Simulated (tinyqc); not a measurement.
Inside a calculation. Method: UHF in the sto-3g basis, for H3, spin multiplicity 2. One step of it, computed by the program tinyqc.

Task: Iteration 1: building the Fock matrix. J_ij = sum D_kl (ij|kl) with D = D(alpha) + D(beta), K_ij = sum D_kl (ik|jl) for each spin; F = H + J - K(s); E = tr D H + tr D J / 2 - 0.5 sum_s tr D(s) K(s) + E_nn.

D(alpha) at the start, lower triangle:
```
,1H 1s,2H 1s,3H 1s
1H 1s,0.369951
2H 1s,0.202438,0.669937
3H 1s,0.202438,-0.448389,0.669937
```

D(beta) at the start, lower triangle:
```
,1H 1s,2H 1s,3H 1s
1H 1s,0.369951
2H 1s,0.202438,0.110774
3H 1s,0.202438,0.110774,0.110774
```

core Hamiltonian H = T + V (hartree), lower triangle:
```
,1H 1s,2H 1s,3H 1s
1H 1s,-1.460908
2H 1s,-0.814218,-1.219074
3H 1s,-0.814218,-0.198910,-1.219074
```

Two-electron integrals (ij|kl) in chemists' order, unique and non-zero (hartree):
```
i,j,k,l,(ij|kl)
1,1,1,1,0.774606
2,1,1,1,0.292989
2,1,2,1,0.143510
2,2,1,1,0.466473
2,2,2,1,0.292989
2,2,2,2,0.774606
3,1,1,1,0.292989
3,1,2,1,0.103456
3,1,2,2,0.161124
3,1,3,1,0.143510
3,2,1,1,0.062131
3,2,2,1,0.026453
3,2,2,2,0.048647
3,2,3,1,0.026453
3,2,3,2,0.005707
3,3,1,1,0.466473
3,3,2,1,0.161124
3,3,2,2,0.254736
3,3,3,1,0.292989
3,3,3,2,0.048647
3,3,3,3,0.774606
```

nuclear repulsion = 1.27697203 hartree

Give: Coulomb J; exchange K(alpha); exchange K(beta); F(alpha); F(beta); total energy of this density.

Result:

Coulomb J (hartree), lower triangle:
```
,1H 1s,2H 1s,3H 1s
1H 1s,1.7340
2H 1s,0.7534,1.4836
3H 1s,0.7534,0.1609,1.4836
```

exchange K(alpha) (hartree), lower triangle:
```
,1H 1s,2H 1s,3H 1s
1H 1s,0.6233
2H 1s,0.3953,0.6616
3H 1s,0.3953,0.0626,0.6616
```

exchange K(beta) (hartree), lower triangle:
```
,1H 1s,2H 1s,3H 1s
1H 1s,0.5785
2H 1s,0.3216,0.2796
3H 1s,0.3216,0.1538,0.2796
```

F(alpha) (hartree), lower triangle:
```
,1H 1s,2H 1s,3H 1s
1H 1s,-0.3502
2H 1s,-0.4561,-0.3970
3H 1s,-0.4561,-0.1006,-0.3970
```

F(beta) (hartree), lower triangle:
```
,1H 1s,2H 1s,3H 1s
1H 1s,-0.3054
2H 1s,-0.3823,-0.0151
3H 1s,-0.3823,-0.1918,-0.0151
```

total energy of this density = -1.511894 hartree
